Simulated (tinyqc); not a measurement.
# Sheet resistance of a shallow doped layer with concentration-dependent mobility and limited activation, step by step

A worked calculation. Computed by tinyqc, a small Python program that keeps every step. Command: `OMP_NUM_THREADS=1 python tinyqc.py 3006426 3006427 out.jsonl irvin walk`. One thread of a shared host (Intel(R) Xeon(R) Processor @ 2.30GHz), about 0.02 s of CPU time with the checks. Intermediate numbers are printed to about 7 digits and carried at full precision; extremes and crossings named in words are read from the listed rows.

A layer of one dopant lies in a background of the opposite type. Current flows parallel to the surface down to the junction; depletion is ignored.

Inputs (values chosen for the exercise, modelled on arsenic in silicon): surface concentration C_s = 1.2e+21 1/cm^3; length l = 12 nm; background C_B = 7.6e+16 1/cm^3; mobility floor mu_min = 54.1 cm^2/(V s); mobility mu_max = 1450 cm^2/(V s); reference density N_r = 9.73e+16 1/cm^3; exponent alpha = 0.691; prefactor of the active limit = 2.4e+22 1/cm^3; energy of the active limit = 0.464 eV; anneal temperature T = 900 C.

Profile: erfc.

Constants: k_B = 8.617333262e-05 eV/K; e = 1.602176634e-19 C.

## Active limit and depths

C(x) = C_s erfc(x/l). Temperatures in kelvin are T(C) + 273.15. Active limit C_a = prefactor x exp(-energy/(k_B T)); the junction lies where C = C_B, and the profile exceeds C_a down to x_a (zero if C_s is below C_a). Slope at the junction in nm per decade = ln(10) C/|dC/dx|.

active limit C_a = 2.437230e+20 1/cm^3

junction depth x_j = 33.94142 nm

depth x_a = 10.79974 nm

abruptness at the junction = 4.623698 nm/decade

## Local values

Active density N = min(C, C_a); carriers n = N - C_B; mobility mu = mu_min + (mu_max - mu_min)/(1 + ((N + C_B)/N_r)^alpha). Conductivity e n mu. Depths are 0, 0.2, 0.4, 0.6, 0.8 and 0.95 of x_j.

Along the depth:
```
x (nm)      C (1/cm^3)    N (1/cm^3)  mu (cm^2/(V s))  conductivity (S/cm)
0.00000   1.200000e+21  2.437230e+20          60.3267             2354.948
6.78828   5.084482e+20  2.437230e+20          60.3267             2354.948
13.57657  1.315147e+20  1.315147e+20          63.6123             1339.599
20.36485  1.967298e+19  1.967298e+19          88.7344              278.607
27.15313  1.648975e+18  1.648975e+18         222.4484               56.061
32.24434  1.736125e+17  1.736125e+17         532.5650                8.329
```

## Sheet resistance

Integrals from 0 to x_j, where C = C_B (Gauss-Legendre, 60 points on each smooth piece; 1 nm = 1e-7 cm): dose int C dx, carriers int n dx, mean mobility int n mu dx/int n dx, R_s = 1/(e int n mu dx).

chemical dose = 8.124185e+14 1/cm^2

sheet carrier density = 3.611588e+14 1/cm^2

mean mobility = 62.57233 cm^2/(V s)

sheet resistance R_s = 276.1907 ohm/square

carriers per dopant atom = 0.4445478

product R_s x_j = 9374.304 ohm nm

A box at the active limit as deep as x_j would give 125 ohm/square, the least this anneal allows at that depth. Clipping at C_a leaves 56 % of the dose without carriers (compensation included). Caution: above about 2e20 per cm^3 measured mobilities fall further than this form.

## Raising the surface concentration at fixed length

The last column drops the active limit.

Layers:
```
C_s (1/cm^3)  x_j (nm)  dose (1/cm^2)  mean mu (cm^2/(V s))  R_s (ohm/square)  R_s if all active
1.00e+18      15.05613   6.511943e+11              350.1870          33204.98       3.320498e+04
3.00e+18      18.97548   2.008654e+12              233.6620          14326.93       1.432693e+04
1.00e+19      22.65012   6.750395e+12              148.0794           6407.43       6.407434e+03
3.00e+19      25.61988   2.029266e+13              103.0552           3013.48       3.013479e+03
1.00e+20      28.56966   6.768604e+13               77.0460           1200.70       1.200704e+03
2.00e+20      30.15328   1.353895e+14               68.7325            671.86       6.718589e+02
5.00e+20      32.14037   3.384985e+14               63.8291            367.97       2.971870e+02
1.00e+21      33.57351   6.770128e+14               62.7528            290.05       1.559842e+02
2.00e+21      34.95355   1.354041e+15               62.1858            245.44       8.053194e+01
```

R_s falls as C_s^-0.77 between the first rows and as C_s^-0.24 between the last. Below C_a = 2.4e20 the exponent is set by the mobility, which drops from 350 towards mu_min, and by compensation. Above C_a extra dose only widens the clipped region: in the last row R_s is 3.05 times the fully active value. Caution: in rows with more than about 2e20 active atoms per cm^3 measured mobilities fall further than this form.

Checks made by the program: sheet conductance against adaptive quadrature (relative difference below 1e-10).
